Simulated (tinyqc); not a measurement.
Nudged elastic band on a two-dimensional model surface: one step, computed by the program tinyqc.

V(x, y) = -A (cos kx + cos ky) - B cos kx cos ky + (C sin ky + S sin kx)(1 - cos kx), k = 2 pi/a; the atom hops from the minimum at (0, 0) to that at (a, 0).

Question. Iteration 2. Tangent at image i: towards the higher neighbour if the energies rise or fall through i; at a maximum or minimum, tau = t+ dmax + t- dmin if V(i+1) > V(i-1), else t+ dmin + t- dmax, with t+ = R(i+1) - R(i), t- = R(i) - R(i-1) and dmax, dmin the larger and smaller of |V(i+1) - V(i)| and |V(i-1) - V(i)|; then normalise. Force F = -grad V + (grad V.tau) tau + k_s (|t+| - |t-|) tau. Update R(new) = R + eta F; the end points stay fixed.

Inputs (values chosen for the exercise, for a model surface): amplitude A = 0.42 eV; amplitude B = -0.097 eV; skew C = 0.058 eV; asymmetry S = -0.061 eV; period a = 2.5 angstrom; spring constant k_s = 0.66 eV/angstrom^2; step factor eta = 0.14 angstrom^2/eV.

Surface: adatom on a square lattice. Climbing image: off.

images after iteration 1 (angstrom), rows image 1, image 2, image 3, image 4, image 5, image 6, image 7, columns x, y:
```
[[0.312500, -0.005977],
 [0.625000, -0.020408],
 [0.937500, -0.034838],
 [1.250000, -0.040816],
 [1.562500, -0.034838],
 [1.875000, -0.020408],
 [2.187500, -0.005977]]
```

positions (angstrom), rows start, end, saddle, columns x, y:
```
[[0.000000, 0.000000],
 [2.500000, 0.000000],
 [1.385918, -0.086268]]
```

Give: unit tangents; forces; images after iteration 2.

Answer.

unit tangents, rows image 1, image 2, image 3, image 4, image 5, image 6, image 7, columns x, y:
```
[[0.9989, -0.0461],
 [0.9989, -0.0461],
 [0.9998, -0.0191],
 [0.9999, 0.0153],
 [0.9998, 0.0191],
 [0.9989, 0.0461],
 [0.9989, 0.0461]]
```

forces (eV/angstrom), rows image 1, image 2, image 3, image 4, image 5, image 6, image 7, columns x, y:
```
[[-0.0022, -0.0508],
 [-0.0056, -0.1213],
 [-0.0031, -0.1533],
 [0.0023, -0.1522],
 [0.0030, -0.1492],
 [0.0063, -0.1354],
 [0.0026, -0.0607]]
```

images after iteration 2 (angstrom), rows image 1, image 2, image 3, image 4, image 5, image 6, image 7, columns x, y:
```
[[0.312, -0.013],
 [0.624, -0.037],
 [0.937, -0.056],
 [1.250, -0.062],
 [1.563, -0.056],
 [1.876, -0.039],
 [2.188, -0.014]]
```
